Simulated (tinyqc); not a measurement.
# Fully depleted semiconductor-on-insulator film with two gates, non-linear Poisson equation by Newton steps: what changes with what

One dimension across the film, front interface at x = 0, back interface at x = ts. psi is counted from the intrinsic level, n = ni exp(psi/Vt) (source grounded), holes neglected, acceptors ionised. Gates act through Cox = eps0 eox/tox and Cbox = 3.9 eps0/tb with potentials G1 = Vg - (phiM - chi - Vt ln(Nc/ni)) and G2 = Vb - (phiB - chi - Vt ln(Nc/ni)). Classical Boltzmann densities, no interface charge, no depletion in the back plane.

Inputs (values chosen for the exercise); band and dielectric values close to those of silicon:
- T = 250 K (temperature)
- Eg = 1.14 eV (band gap)
- eps_r = 11.8 (relative permittivity)
- Nc = 2.11e19 cm^-3 (conduction-band density of states at T)
- Nv = 2.01e19 cm^-3 (valence-band density of states at T)
- chi = 4.05 eV (electron affinity)
- eox = 3.9 (relative permittivity of the gate insulator (close to silicon dioxide))
- tox = 1.4 nm (insulator thickness)
- ts = 13 nm (film thickness)
- tb = 24 nm (buried-oxide thickness (eps_r 3.9))
- Na = 1e15 cm^-3 (acceptor density of the film)
- phiM = 4.21 eV (work function of the front gate)
- phiB = 4.55 eV (work function of the back plane)
- Vb = 0 V (back-gate voltage)

Constants: q = 1.602176634e-19 C, kB = 1.380649e-23 J/K, Vt = kB T/q, eps0 = 8.8541878128e-14 F/cm where lengths are in cm. Results are converted to the units shown.

Each table varies one quantity; the others keep the values above.

## Charge against front-gate voltage

ni = sqrt(Nc Nv) exp(-Eg/(2 Vt)), Eg in volts. The Poisson equation eps0 eps_r d2psi/dx2 = q (n + Na), with -eps0 eps_r dpsi/dx = Cox (G1 - psi) at x = 0 and eps0 eps_r dpsi/dx = Cbox (G2 - psi) at x = ts, is solved on 300 equal intervals with half boxes at both ends; N_inv is the trapezoid sum of n. Swing = ln 10/(d ln N_inv/dVg); the last column is (dN_inv/dVb)/(dN_inv/dVg).

Charge against front-gate voltage:
```
Vg (V),psi front (V),psi back (V),N_inv (cm^-2),centroid/ts,swing (mV/decade),q dN_inv/dVg over Cox,back/front leverage
-0.31,0.0990,0.0946,7.75e3,0.483,56.2,2.06e-8,0.133
-0.16,0.242,0.216,3.78e6,0.401,55.4,1.02e-5,0.118
-0.01,0.385,0.337,1.98e9,0.328,55.2,0.00535,0.104
0.14,0.508,0.428,3.29e11,0.236,118,0.418,0.0840
0.29,0.564,0.445,1.77e12,0.145,351,0.754,0.0664
0.44,0.592,0.449,3.65e12,0.103,637,0.856,0.0607
0.59,0.609,0.450,5.68e12,0.0806,943,0.900,0.0583
0.74,0.622,0.451,7.79e12,0.0666,1.26e3,0.925,0.0570
0.89,0.632,0.451,9.94e12,0.0570,1.58e3,0.940,0.0562
```

N_inv passes 1e11 cm^-2 at Vg = 0.0921 V. The swing starts at 56.2 mV a decade, against (1 + k) Vt ln 10 = 52.1 for a front channel with k = Cs Cbox/(Cox (Cs + Cbox)) = 0.0495, Cs = eps0 eps_r/ts; above threshold this column is no longer a subthreshold swing. The centroid falls from 0.483 to 0.0570 of ts and the leverage of the back gate falls from 0.133 to 0.0562. For Vg = 0.29, 0.44, 0.59, 0.74, 0.89 the density at an interface exceeds 0.3 Nc, where Boltzmann statistics fail. For Vg = 0.29, 0.44, 0.59, 0.74, 0.89 the classical centroid lies within 3 nm of an interface, where confinement, left out, would push it away.

## Threshold and coupling against the back-gate voltage

VT is the Vg for N_inv = 1e11 cm^-2; -dVT/dVb from the linearised equation. Limits with Cs = eps0 eps_r/ts: front channel Cs Cbox/(Cox (Cs + Cbox)), back channel Cbox (Cox + Cs)/(Cox Cs). Swing at N_inv = 1e8 cm^-2.

The same in every row: front-channel limit = 0.0495; back-channel limit = 0.237.

Results:
```
Vb (V),VT (V),centroid/ts at VT,-dVT/dVb,swing (mV/decade)
-3,0.285,0.0407,0.0560,52.4
-2.25,0.243,0.0520,0.0578,52.5
-1.5,0.198,0.0720,0.0609,52.7
-0.75,0.150,0.117,0.0681,53.2
0,0.0921,0.274,0.0930,55.1
1.5,-0.146,0.879,0.209,60.4
2.25,-0.308,0.930,0.222,60.8
3,-0.477,0.951,0.226,61.0
```

Estimate the missing row, Vb = 0.75 V.

Computed row:
```
Vb (V),VT (V),centroid/ts at VT,-dVT/dVb,swing (mV/decade)
0.75,-0.00214,0.677,0.164,59.0
```

With this row back in the table: As Vb goes from -3 to 3, VT falls from 0.285 to -0.477 V, the centroid rises from 0.0407 to 0.951 of ts and -dVT/dVb rises from 0.0560 to 0.226. The coupling covers 3.45 % of the way from the front-channel to the back-channel limit in the first row and 94.2 % in the last. A positive back bias draws the electrons to the back interface, where the back gate has more leverage and the front gate less, so the swing worsens.

Computed by the program tinyqc: `OMP_NUM_THREADS=1 python tinyqc.py 2190117 2190118 out.jsonl`, one thread of a shared Intel Xeon 2.30GHz, about 0.6 s for the whole run.
